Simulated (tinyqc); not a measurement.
Gated two-dimensional channel with two bands, quantum capacitance: one step of the calculation.

phi is the Fermi level above the lowest band edge, in volts; Vg is counted from the gate voltage at which an empty channel would have phi = 0. The channel has no thickness; trap charge is -q Dit phi.

Task. Gate capacitance. Cox = eps0 eox/tox.

Values chosen for this exercise:
```
symbol  value  unit                                                                 meaning
eox       3.9        relative permittivity of the gate insulator (close to silicon dioxide)
tox       1.2    nm                                                     insulator thickness
```

Constants: eps0 = 8.8541878128e-14 F/cm where lengths are in cm. Results are converted to the units shown.

Give: Cox.

Result.

Cox = 2.8776 uF/cm^2

Computed by the program tinyqc: `OMP_NUM_THREADS=1 python tinyqc.py 2200029 2200030 out.jsonl`, one thread of a shared Intel Xeon 2.30GHz, about 0.01 s for the whole run.
